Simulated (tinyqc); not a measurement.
Band-to-band tunnelling and avalanche in a reverse-biased abrupt junction: one step, computed by the program tinyqc. Command: `OMP_NUM_THREADS=1 python tinyqc.py 3003176 3003177 out.jsonl zener walk`. One thread of a shared host (Intel(R) Xeon(R) Processor @ 2.30GHz), about 0.01 s of CPU time with the checks.

Direct Kane tunnelling in the local field (for indirect gaps the mass is an effective fit) and one ionisation coefficient for both carriers. N is the doping of the light side, or N_A N_D/(N_A + N_D) for the symmetric junction; the built-in voltage is taken as E_g/e.

Question. Junction at the given bias. E_g(T) = E_g - (T - 300 K)(-dE_g/dT); b(T) = b [1 + (rise)(T - 300 K)]; w = sqrt(2 eps eps_0 (V_R + E_g/e)/(e N)); F_m = 2 (V_R + E_g/e)/w; the field falls linearly from F_m to 0 on both sides.

Inputs (values chosen for the exercise, modelled on In0.53Ga0.47As):
```
quantity,value,unit
"band gap at 300 K, E_g",0.737,eV
"gap narrowing with temperature, -dE_g/dT",0.35,meV/K
permittivity eps,13.9,-
effective doping N,1.3e+18,1/cm^3
reverse bias V_R,2.6,V
temperature T,250,K
```

Junction: symmetric.

Constants: eps_0 = 8.8541878128e-12 F/m; e = 1.602176634e-19 C.

Give: E_g(T); depletion width w; peak field F_m; shortest tunnelling distance E_g/(e F_m).

Answer.

E_g(T) = 0.7545 eV

depletion width w = 62.963 nm

peak field F_m = 1.0656 MV/cm

shortest tunnelling distance E_g/(e F_m) = 7.0808 nm
